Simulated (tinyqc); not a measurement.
What each parameter does: valley splitting of a silicon quantum well in envelope theory.

The well lies at 0 < z < L; U(z) = V0 [1/(1 + exp(z/w)) + 1/(1 + exp((L - z)/w))] - e F z, 1 mV/nm = 1e-4 eV/angstrom. The envelope psi solves -(c/ml) psi'' + U psi = E psi, c = hbar^2/2m0, by three-point differences on a grid of 0.1 angstrom from -40 to L + 40 angstrom. The two valleys at +/- k0 couple through D = C0 times the integral of exp(-i q z) U(z) psi^2, q = 2 k0 (2 pi/a), and split by Ev = 2|D|.

Random alloy: with Y(z) = Yw + (Yb - Yw) B(z), B the bracket in U, and in-plane density exp(-r^2/ad^2)/(pi ad^2), D gains a random complex part of variance sigma^2 = (C0^2/pi)(a^2 V0/(8 ad (Yb - Yw)))^2 (4/a) times the integral of psi^4 Y (1 - Y). Alone it gives a mean splitting sqrt(pi) sigma; together with the smooth part the rms splitting is 2 sqrt(|D|^2 + sigma^2).

Constants: hbar^2/2m0 = 3.80998211 eV angstrom^2.

Inputs chosen for the exercise (near those of a strained Si well in SiGe; shifted at random, so the results belong to these values and not to a real crystal): L = 52 angstrom (well width); V0 = 0.17 eV (conduction offset); ml = 0.91 m0 (mass along z); w = 0.6 angstrom (interface width parameter); F = 1.1 mV/nm (field pressing towards the upper interface); k0 = 0.844 2 pi/a (valley position); a = 5.431 angstrom (lattice constant); C0 = 0.263 (Bloch overlap factor); Yb = 0.28 (Ge share of the barrier); Yw = 0 (Ge share of the well); ad = 150 angstrom (dot radius).

Orbital spacing, psi^2 at z = L, the smooth splitting and sigma; V0 is held fixed when Yw changes.

Results for these values:

| case | E2 - E1 (meV) | psi^2(L) (1e-3/angstrom) | 2\|D\| (micro-eV) | sigma (micro-eV) |
|---|---|---|---|---|
| base | 32.13 | 2.288 | 8.97 | 3.5 |

What happens to each result for F = 1.65 mV/nm, all else kept?

Answer: E2 - E1 rises from 32.13 to 32.21; psi^2(L) rises from 2.288 to 2.464; 2|D| rises from 8.97 to 10.89; sigma rises from 3.5 to 3.6.

The same for each parameter in turn:

| case | E2 - E1 (meV) | psi^2(L) (1e-3/angstrom) | 2\|D\| (micro-eV) | sigma (micro-eV) |
|---|---|---|---|---|
| base | 32.13 | 2.288 | 8.97 | 3.5 |
| ad = 190 angstrom | 32.13 | 2.288 | 8.97 | 2.8 |
| Yw = 0.03 | 32.13 | 2.288 | 8.97 | 56.6 |
| L = 58 angstrom | 26.86 | 1.816 | 16.55 | 2.7 |
| V0 = 0.213 eV | 33.49 | 1.891 | 11.91 | 3.6 |
| w = 0.78 angstrom | 32.36 | 2.241 | 6.62 | 3.8 |
| F = 1.65 mV/nm | 32.21 | 2.464 | 10.89 | 3.6 |
| k0 = 0.824 2 pi/a | 32.13 | 2.288 | 38.09 | 3.5 |
| C0 = 0.316 | 32.13 | 2.288 | 10.78 | 4.2 |

Program tinyqc; command `OMP_NUM_THREADS=1 python tinyqc.py 1251237 1251238 out.jsonl`; about 0.06 s on one thread of a shared Intel(R) Xeon(R) Processor @ 2.30GHz.
